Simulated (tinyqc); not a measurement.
Inside a calculation. Method: Hueckel theory of the pi electrons, for the molecule C=Cc1cccnc1C=C (SMILES; centres numbered as the heavy atoms are written). One step of it, computed by the program tinyqc.

Question. Energy, charges, bond orders. E = sum n x; q_r = z_r - P_rr; bond order p = P_rs; free valence = sqrt(3) - sum of p over the bonds of the atom.

x values: [2.324758, 1.508901, 1.414214, 0.919105, 0.560040, -0.541677, -0.686008, -1.354616, -1.414214, -2.200503]

occupations: [2.000000, 2.000000, 2.000000, 2.000000, 2.000000, 0.000000, 0.000000, 0.000000, 0.000000, 0.000000]

charge and bond-order matrix P:
```
            1C         2C         3C         4C         5C         6C         7N         8C
1C    1.000222   0.903246  -0.000485  -0.254815  -0.001312   0.195366   0.004758  -0.228791
2C    0.903246   0.999737   0.419640  -0.001797  -0.059449   0.003446  -0.030903   0.002961
3C   -0.000485   0.419640   1.001386   0.615006   0.002961  -0.285718  -0.014730   0.558079
4C   -0.254815  -0.001797   0.615006   0.951286   0.672022   0.060162  -0.305127   0.054857
5C   -0.001312  -0.059449   0.002961   0.672022   1.008488   0.652613  -0.031968  -0.283285
6C    0.195366   0.003446  -0.285718   0.060162   0.652613   0.916357   0.657512  -0.075377
7N    0.004758  -0.030903  -0.014730  -0.305127  -0.031968   0.657512   1.221430   0.600585
8C   -0.228791   0.002961   0.558079   0.054857  -0.283285  -0.075377   0.600585   0.931799
9C   -0.001312  -0.059449   0.002961  -0.035085   0.008488  -0.054494  -0.031968   0.423822
10C   0.169342  -0.001312  -0.228791  -0.043409   0.193706   0.051896  -0.248200   0.047682

            9C        10C
1C   -0.001312   0.169342
2C   -0.059449  -0.001312
3C    0.002961  -0.228791
4C   -0.035085  -0.043409
5C    0.008488   0.193706
6C   -0.054494   0.051896
7N   -0.031968  -0.248200
8C    0.423822   0.047682
9C    1.008488   0.900813
10C   0.900813   0.960806
```

Centres:
```
centre  z_r, pi electrons of the neutral centre         h
1C                                            1  0.000000
2C                                            1  0.000000
3C                                            1  0.000000
4C                                            1  0.000000
5C                                            1  0.000000
6C                                            1  0.000000
7N                                            1  0.530000
8C                                            1  0.000000
9C                                            1  0.000000
10C                                           1  0.000000
```

Bonds:
```
i   j  k
1   2  1
2   3  1
3   4  1
4   5  1
5   6  1
6   7  1
7   8  1
8   9  1
9  10  1
8   3  1
```

Give: pi energy = 10 alpha + this times beta; pi charges; Bond orders and lengths from R = 1.517 - 0.180 p; free valence of the carbons; gap between the highest filled and the next level.

Answer.

pi energy = 10 alpha + this times beta = 13.454

pi charges: 1C 0.000, 2C 0.000, 3C -0.001, 4C 0.049, 5C -0.008, 6C 0.084, 7N -0.221, 8C 0.068, 9C -0.008, 10C 0.039

Bond orders and lengths from R = 1.517 - 0.180 p (angstrom, C-C alone):
```
bond      p      R
1-2   0.903  1.354
2-3   0.420  1.441
3-4   0.615  1.406
4-5   0.672  1.396
5-6   0.653  1.400
6-7   0.658      -
7-8   0.601      -
8-9   0.424  1.441
9-10  0.901  1.355
8-3   0.558  1.417
```

free valence of the carbons: 1C 0.829, 2C 0.409, 3C 0.139, 4C 0.445, 5C 0.407, 6C 0.422, 8C 0.150, 9C 0.407, 10C 0.831

gap between the highest filled and the next level = 1.102 |beta|
